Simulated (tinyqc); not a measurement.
Thermal, flicker and telegraph noise of a field-effect transistor: one step, computed by the program tinyqc. Command: `OMP_NUM_THREADS=1 python tinyqc.py 3025265 3025266 out.jsonl noise walk`. One thread of a shared host (Intel(R) Xeon(R) Processor @ 2.30GHz), about 0.01 s of CPU time with the checks.

Strong inversion, threshold roll-off and channel-length modulation left out; noise sources are uncorrelated and are given as one-sided spectral densities. The drain voltage is 50 mV.

Question. How many traps? Active traps per decade of time constant: N_dec = N_t k_B T W L lambda ln(10); a single trap at the interface shifts the threshold by e/(W L C_ox) and the current by g_m times that; tunnelling depth for frequency f, z = lambda ln(1/(2 pi f tau_0)), tau_0 = 1e-10 s.

Inputs (values chosen for the exercise, modelled on a high-k silicon transistor):
```
quantity                  value         unit
width W                     0.3   micrometre
length L                     50           nm
oxide trap density N_t  3.6e+17  1/(eV cm^3)
frequency f                6000           Hz
temperature T               400            K
```

Operating region: linear. Flicker model: number fluctuation.

tunnelling length lambda = 1.145416 angstrom

C_ox = 1.569606 microfarad/cm^2

g_m = 84.75873 microsiemens

drain current I = 57.63593 microampere

Constants: k_B = 8.617333262e-05 eV/K; e = 1.602176634e-19 C.

Give: traps per decade; threshold step of one trap; current step of one trap; depth probed at f.

Answer.

traps per decade = 0.049091

threshold step of one trap = 0.68050 mV

current step of one trap = 0.10007 %

depth probed at f = 1.4304 nm

With fewer than one trap per decade the spectrum is not a smooth 1/f but a few Lorentzians, seen in time as telegraph steps, and S_Vfb is only the mean over many devices. Caution: fewer than one trap per decade of time constant is active, so one device shows telegraph steps and the 1/f law is only a mean over many devices.
